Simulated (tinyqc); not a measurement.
Thin-body transistor below threshold, two-dimensional Poisson equation on a small mesh: one step of the calculation.

A thin body on a thick buried insulator of low permittivity, taken as carrying no normal field at the bottom of the body (row 0). Mobile charge is neglected (subthreshold), the body is fully depleted, and potentials are counted from the intrinsic level; rows run upward to the gate, columns from source to drain.

Problem. Coefficients of the five-point equations. Mesh: rows i = 0..3 in the semiconductor (step hs = tb/3, row 3 on the interface), then 2 step(s) ho = tox/2 up to the gate row 5; columns j = 0..7 (step hy = L/7). Box integration, divided by eps0: up_i = eps hy/h of the interval above row i, dn_i = that of the interval below (0 for row 0), lat_i = (sum of eps h/2 over the intervals above and below)/hy, s_i = -q Na w_i hy/eps0 with w_i the semiconductor height of the box (hs/2 for row 0 and the interface row, hs between, 0 in the insulator). Each free node obeys (up + dn + 2 lat) psi = up psi(above) + dn psi(below) + lat [psi(left) + psi(right)] + s.

Parameters, values chosen for the exercise; semiconductor permittivity made up: relative permittivity of the semiconductor eps_r = 12.1; relative permittivity of the insulator eox = 22; body thickness tb = 4 nm; insulator thickness tox = 3.6 nm; channel length L = 33 nm; acceptor density of the depleted body Na = 5.8e17 cm^-3.

Constants: q = 1.602176634e-19 C, eps0 = 8.8541878128e-14 F/cm where lengths are in cm. Results are converted to the units shown.

Give: up; dn; lat; s.

Solution.

```
row	up	dn	lat	s (V)
0	42.782	0	1.7111	-0.032985
1	42.782	42.782	3.4222	-0.065970
2	42.782	42.782	3.4222	-0.065970
3	57.619	42.782	5.9111	-0.032985
4	57.619	57.619	8.4000	0
```

Computed by the program tinyqc: `OMP_NUM_THREADS=1 python tinyqc.py 2480138 2480139 out.jsonl`, one thread of a shared Intel Xeon 2.30GHz, about 0.2 s for the whole run.
